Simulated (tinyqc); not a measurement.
Double-gate transistor, scale length and short-channel effects: two steps of the calculation.

A body of thickness ts between two insulators of thickness ti and two tied gates. Below threshold the potential that source and drain add obeys Laplace's equation and vanishes on the gate. Its lowest mode decays along the channel as exp(-k y); k is the smallest positive root of the matching condition at the interface, and the scale length is Lambda = pi/k.

Values chosen for this exercise; permittivities: semiconductor close to that of gallium nitride, insulator close to that of silicon nitride: relative permittivity of the semiconductor eps_r = 9.36; relative permittivity of the insulator ei = 7.5; insulator thickness ti = 2.9 nm; body thickness ts = 5.7 nm.

Task 1. Scan of the matching condition. f(k) = ei cos(k ti) cos(k ts/2) - eps_r sin(k ti) sin(k ts/2).

k, point 0 to 7 (1/nm): 0.04  0.08  0.12  0.16  0.2  0.24  0.28  0.32

Give: f(k).

Result 1.

f(k), point 0 to 7: 7.2780  6.6237  5.5716  4.1771  2.5136  0.6687  -1.2603  -3.1720

The first change of sign lies between k = 0.24 and 0.28 1/nm.

Task 2. Scale length against simple estimates. Lambda = pi/k and l = 1/k. A parabolic potential across the structure gives l(parabolic) = sqrt((eps_r/(2 ei)) ts ti (1 + ei ts/(4 eps_r ti))).

k = 0.25395826 1/nm

Wanted: Lambda; l; l(parabolic).

Result 2.

Lambda = 12.37 nm
l = 3.938 nm
l(parabolic) = 3.792 nm

tinyqc, about 0.01 s, one thread, Intel Xeon 2.30GHz (shared host): `OMP_NUM_THREADS=1 python tinyqc.py 2420126 2420127 out.jsonl`
